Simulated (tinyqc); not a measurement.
From decay length back to impurity potential U: Koster-Slater impurity in a tight-binding band, by Green functions and by supercells. Computed by tinyqc, a small Python program. Command: `OMP_NUM_THREADS=1 python tinyqc.py 3008447 3008448 out.jsonl kosterslater inv`. One thread of a shared host (Intel(R) Xeon(R) Processor @ 2.30GHz), about 0.02 s of CPU time with the checks.

One orbital per site, e(k) = -2 t sum cos(k_i) over 1 direction(s), band from -2 t to 2 t, lattice constant 1. One site has the extra energy U. Spin is left out.

Inputs (values chosen for the exercise, for a model band): hopping t = 0.74 eV.

Lattice: chain.

Method:
- Outside the band G0(E) = sign(E)/sqrt(E^2 - 4 t^2).
- A bound state solves 1/U = G0(E).
- Bisection in ln(distance from the edge) between 1e-5 t and |U| + t. Weight on the impurity site: -1/(U^2 dG0/dE), by a central difference with step min(1e-4 t, distance/30). Decay length along an axis: 1/arccosh(1 + distance/(2 t)).

Problem. A run gave the result below. Find the impurity potential U, known to lie between 0.37 and 0.82 eV.

decay length = 3.09349 sites

Solution.

Each step takes the trial c = (a f_b - b f_a)/(f_b - f_a), f being the result less the target and a, b, c the logarithms of the listed values; c replaces end b, the old b replaces a if the sign of f changed, and otherwise f_a is halved.

Scan of the range:
```
impurity potential U (eV)  decay length (sites)
0.370                                   4.04095
0.422                                   3.55358
0.482                                   3.12327
0.551                                   2.74580
0.629                                   2.42045
0.718                                   2.13731
0.820                                   1.89025
```

False position (Illinois rule, in the logarithm of the input) inside the bracket:
```
step     end a     end b     trial  decay length (sites)
1     0.482000  0.551000  0.487115               3.09156
2     0.482000  0.487115  0.486525               3.09518
3     0.487115  0.486525  0.486800               3.09349
4     0.486525  0.486800  0.486800               3.09349
```

Decay length falls at every point of a 13-point scan of the range (every second point is shown), so one value fits; it is bracketed by 0.482 and 0.551. Answer: impurity potential U = 0.4868 eV.
